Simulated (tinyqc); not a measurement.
A particle near a wafer in liquid: double-layer and van der Waals forces (DLVO), deposition barrier and removal: one step, computed by the program tinyqc.

Sphere and flat wall, Derjaguin approximation, constant potentials in the linear-superposition form, no retardation and no hydration force.

Task: Screening. kappa^2 = 2 z^2 e^2 N_A (1000 c)/(eps eps_0 k_B T); gamma_i = tanh(z e psi_i/(4 k_B T)); Z = 64 pi eps eps_0 (k_B T/(z e))^2 gamma_1 gamma_2.

Inputs (values chosen for the exercise, of the order of those for alumina on silica in water):

| quantity | value | unit |
|---|---|---|
| particle radius R | 74 | nm |
| potential of the particle psi_1 | -54 | mV |
| potential of the wafer psi_2 | -43 | mV |
| salt concentration c | 0.26 | mol/L |
| valence z of the symmetric salt | 1 | - |
| temperature T | 343 | K |
| dielectric constant of the liquid | 63.7 | - |

Constants: e = 1.602176634e-19 C; N_A = 6.02214076e+23 1/mol; eps_0 = 8.8541878128e-12 F/m; k_B = 1.380649e-23 J/K; k_B = 8.617333262e-05 eV/K.

Give: kappa; Debye length; gamma_1; gamma_2; Z; kappa R.

Result:

kappa = 1.735 1/nm

Debye length = 0.5764 nm

gamma_1 = -0.4274

gamma_2 = -0.3485

Z = 14.76 pN

kappa R = 128.4

Like signs: the double layers repel.
